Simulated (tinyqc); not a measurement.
# Six-transistor SRAM cell, nodal equations and margins: what changes with what

Two cross-coupled inverters (pull-down bn, pull-up bp) hold the nodes Q and QB; access transistors (ba, threshold VTn, gate on the word line at Vdd when selected) join them to the bit lines. Transistor (EKV form, voltages against the body): I = 2 n b Vt^2 [F(vp - Vs) - F(vp - Vd)] from drain to source, F(v) = ln^2(1 + exp(v/(2 Vt))), vp = (Vg - VT + sg |Vd - Vs|)/n. n-channel bodies are at 0; for the p-channel device all voltages are counted down from Vdd. b in uA/V^2 gives I in uA. For an access transistor the bit line is the drain and the node the source. In a read both bit lines are at Vdd. The cell is symmetric (no mismatch).

Values chosen for this exercise:
```
symbol,value,unit,meaning
T,325,K,temperature
Vdd,0.6,V,supply voltage
n,1.17,,slope factor
sg,0.056,,drain-induced barrier lowering
VTn,0.33,V,n-channel threshold
VTp,0.34,V,p-channel threshold (magnitude)
bn,400,uA/V^2,gain factor of the pull-down transistor
ba,400,uA/V^2,gain factor of the access transistor
bp,140,uA/V^2,gain factor of the pull-up transistor
```

Constants: q = 1.602176634e-19 C, kB = 1.380649e-23 J/K, Vt = kB T/q. Results are converted to the units shown.

Each table varies one quantity; the others keep the values above.

## Effect of the drain-induced barrier lowering

f(x) is the node voltage of one half-cell for input x: In = Ip in hold, In = Ip + Ia in a read. Static noise margin: side of the largest square between the curve (x, f(x)) and its mirror image (f(y), y); with h(c) the root x of f(x) - x = c, it is the maximum over c > 0 of h(c) - h(-c) + c. Q is the low node in a read and Iread the current of its access transistor. The write trip is the voltage to which the bit line of the high node must fall (the other staying at Vdd) for that state to vanish; higher is easier, and a negative value means that a grounded bit line does not write.

Result of one run:
```
sg    hold margin (mV)  read margin (mV)  Q in a read (mV)  Iread (uA)  write trip (mV)
0.08             231.9             98.81             86.91       7.683            198.9
```

What becomes of these results when the drain-induced barrier lowering sg is changed from 0.08 to 0.05, all else the same?

Result of the changed run:
```
sg    hold margin (mV)  read margin (mV)  Q in a read (mV)  Iread (uA)  write trip (mV)
0.05             241.2             109.0             80.63       7.155            189.6
```

The whole series:
```
sg    hold margin (mV)  read margin (mV)  Q in a read (mV)  Iread (uA)  write trip (mV)
0.02             250.4             119.3             74.29       6.629            179.6
0.05             241.2             109.0             80.63       7.155            189.6
0.08             231.9             98.81             86.91       7.683            198.9
0.11             222.6             88.62             93.09       8.213            207.5
0.14             213.2             78.52             99.18       8.745            215.5
0.17             203.8             68.52             105.2       9.278            223.0
```

As sg goes from 0.02 to 0.17, the read margin falls from 119 to 68.5 mV, the write trip rises from 180 to 223 mV and Iread rises from 6.63 to 9.28 uA. The read margin is 0.48 of the hold margin in the first row and 0.34 in the last. Read stability and write ability pull in opposite directions. For sg = 0.08 to 0.17 the read margin is under 100 mV, which threshold mismatch, left out here, can use up in a large array.

## Effect of the n-channel threshold

Same model as above.

Effect of the n-channel threshold:
```
VTn (V)  hold margin (mV)  read margin (mV)  Q in a read (mV)  Iread (uA)  write trip (mV)
0.2                 186.5             41.85             112.5       15.02            315.5
0.26                214.1             75.44             97.69       11.13            254.3
0.32                236.5             103.0             84.08       7.763            200.3
0.38                247.8             125.1             71.35       5.006            148.4
0.44                242.0             144.4             59.89       2.884            97.89
0.5                 222.2             161.9             50.35       1.408            48.21
```

As VTn goes from 0.2 to 0.5 V, the read margin rises from 41.9 to 162 mV, the write trip falls from 315 to 48.2 mV and Iread falls from 15.0 to 1.41 uA. The read margin is 0.22 of the hold margin in the first row and 0.73 in the last. Read stability and write ability pull in opposite directions. For VTn = 0.2 to 0.26 V the read margin is under 100 mV, which threshold mismatch, left out here, can use up in a large array.

Computed by the program tinyqc: `OMP_NUM_THREADS=1 python tinyqc.py 2340070 2340071 out.jsonl`, one thread of a shared Intel Xeon 2.30GHz, about 0.1 s for the whole run.
